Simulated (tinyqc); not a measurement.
Geometry optimisation on the LDA (VWN5)/6-311g surface (energies and gradients from PySCF), for H2, spin multiplicity 1, step by step. One step of it, computed by the program tinyqc.

Question. Step 2: move. Quasi-Newton step p = -H^(-1) g (the inverse Hessian comes from BFGS updates; coordinates in the order x, y, z of each atom); steps longer than 0.5 bohr are cut back.

positions after step 1 (bohr), order 1H, 2H:
```
[[0.000000, 0.000000, 0.055855],
 [0.000000, 0.000000, 1.418131]]
```

gradient (hartree/bohr), order 1H, 2H:
```
[[0.00000000, 0.00000000, 0.03227754],
 [0.00000000, 0.00000000, -0.03227754]]
```

inverse Hessian in use (bohr^2/hartree):
```
[[6.666667, 0.000000, 0.000000, 0.000000, 0.000000, 0.000000],
 [0.000000, 6.666667, 0.000000, 0.000000, 0.000000, 0.000000],
 [0.000000, 0.000000, 4.020261, 0.000000, 0.000000, 2.646406],
 [0.000000, 0.000000, 0.000000, 6.666667, 0.000000, 0.000000],
 [0.000000, 0.000000, 0.000000, 0.000000, 6.666667, 0.000000],
 [0.000000, 0.000000, 2.646406, 0.000000, 0.000000, 4.020261]]
```

Give: positions after step 2.

Answer.

positions after step 2 (bohr), order 1H, 2H:
```
[[0.0000, 0.0000, 0.0115],
 [0.0000, 0.0000, 1.4625]]
```
